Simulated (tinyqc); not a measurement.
Worked calculation: CIS and TDHF on RHF in the sto-6g basis, for BeH2, spin multiplicity 1. One step of it, computed by the program tinyqc.

Question. CIS matrix, singlets. A(ia,jb) = (e_a - e_i) d_ij d_ab + 2 (ia|jb) - (ij|ab).

orbital energies (hartree): MO1 -4.607180, MO2 -0.408799, MO3 -0.365669, MO4 0.209424, MO5 0.209692, MO6 0.329027, MO7 0.644302

Two-electron integrals over orbitals (pq|rs), unique and non-zero (hartree):
```
(11|11) 2.281231    (21|11) -0.186041   (21|21) 0.023926    (22|11) 0.452777
(22|21) -0.005572   (22|22) 0.368241    (31|31) 0.004981    (32|31) 0.010307
(32|32) 0.157929    (33|11) 0.410546    (33|21) -0.002010   (33|22) 0.379619
(33|33) 0.402843    (41|11) 0.011687    (41|21) -0.001438   (41|22) 0.000680
(41|33) 0.000353    (41|41) 0.016060    (42|11) -0.006796   (42|21) 0.000406
(42|22) 0.001814    (42|33) 0.002616    (42|41) 0.014585    (42|42) 0.046566
(43|31) -0.000050   (43|32) 0.004155    (43|43) 0.012076    (44|11) 0.569799
(44|21) -0.006711   (44|22) 0.349012    (44|33) 0.329233    (44|41) -0.001483
(44|42) -0.008286   (44|44) 0.450260    (51|51) 0.016013    (52|51) 0.014647
(52|52) 0.046505    (53|53) 0.011908    (54|51) -0.000923   (54|52) -0.002510
(54|54) 0.024353    (55|11) 0.570063    (55|21) -0.006698   (55|22) 0.349099
(55|33) 0.329209    (55|41) 0.000357    (55|42) -0.003293   (55|44) 0.401483
(55|55) 0.450117    (61|11) -0.200729   (61|21) 0.026360    (61|22) -0.006063
(61|33) -0.002637   (61|41) -0.000771   (61|42) 0.001131    (61|44) -0.005735
(61|55) -0.005626   (61|61) 0.029166    (62|11) 0.146492    (62|21) -0.006259
(62|22) -0.013004   (62|33) -0.040145   (62|41) 0.001127    (62|42) -0.001627
(62|44) 0.071074    (62|55) 0.071536    (62|61) -0.005878   (62|62) 0.085369
(63|31) 0.000007    (63|32) -0.091831   (63|43) -0.003582   (63|63) 0.088111
(64|11) 0.005415    (64|21) 0.000120    (64|22) 0.000254    (64|33) -0.001578
(64|41) 0.015998    (64|42) 0.045783    (64|44) -0.000576   (64|55) 0.002511
(64|61) 0.000998    (64|62) 0.006772    (64|64) 0.049066    (65|51) 0.016108
(65|52) 0.046284    (65|54) -0.001555   (65|65) 0.049321    (66|11) 0.464362
(66|21) -0.007096   (66|22) 0.371408    (66|33) 0.381930    (66|41) 0.002308
(66|42) 0.006665    (66|44) 0.349823    (66|55) 0.350293    (66|61) -0.007261
(66|62) -0.024253   (66|64) 0.004250    (66|66) 0.389056    (71|31) 0.009379
(71|32) 0.016713    (71|43) -0.000143   (71|63) 0.000783    (71|71) 0.017774
(72|31) 0.004672    (72|32) -0.039097   (72|43) -0.003268   (72|63) 0.063670
(72|71) 0.008490    (72|72) 0.058208    (73|11) 0.152528    (73|21) -0.003659
(73|22) 0.001212    (73|33) -0.018333   (73|41) 0.000054    (73|42) -0.004472
(73|44) 0.072721    (73|55) 0.072845    (73|61) -0.003465   (73|62) 0.080919
(73|64) 0.003552    (73|66) -0.018329   (73|73) 0.088910    (74|31) -0.000595
(74|32) -0.007227   (74|43) 0.012918    (74|63) 0.004702    (74|71) -0.001030
(74|72) 0.001496    (74|74) 0.017392    (75|53) 0.013122    (75|75) 0.017053
(76|31) 0.009481    (76|32) 0.138753    (76|43) 0.004526    (76|63) -0.089588
(76|71) 0.015836    (76|72) -0.045352   (76|74) -0.006202   (76|76) 0.134304
(77|11) 0.538044    (77|21) -0.006729   (77|22) 0.393598    (77|33) 0.408671
(77|41) 0.000344    (77|42) 0.000444    (77|44) 0.374100    (77|55) 0.374027
(77|61) -0.007060   (77|62) -0.014519   (77|64) -0.001365   (77|66) 0.403947
(77|73) 0.006416    (77|77) 0.444993
```

Give: CIS matrix A, singlet.

Answer.

CIS matrix A, singlet (hartree), lower triangle:
```
        1>4    1>5     1>6     1>7     2>4    2>5    2>6     2>7
1>4   4.279
1>5   0.000  4.279
1>6  -0.007  0.000   4.530
1>7   0.000  0.000   0.000   4.749
2>4   0.036  0.000   0.002   0.000   0.362
2>5   0.000  0.036   0.000   0.000   0.000  0.362
2>6   0.002  0.000  -0.005   0.000  -0.004  0.000  0.537
2>7   0.000  0.000   0.000   0.024   0.000  0.000  0.000   0.776
3>4   0.000  0.000   0.000   0.000   0.000  0.000  0.000   0.001
3>5   0.000  0.000   0.000   0.000   0.000  0.000  0.000   0.000
3>6   0.000  0.000   0.000  -0.008   0.000  0.000  0.000  -0.011
3>7   0.001  0.000  -0.016   0.000  -0.002  0.000  0.023   0.000

        3>4    3>5    3>6    3>7
3>4   0.270
3>5   0.000  0.270
3>6  -0.006  0.000  0.489
3>7   0.000  0.000  0.000  0.779
```
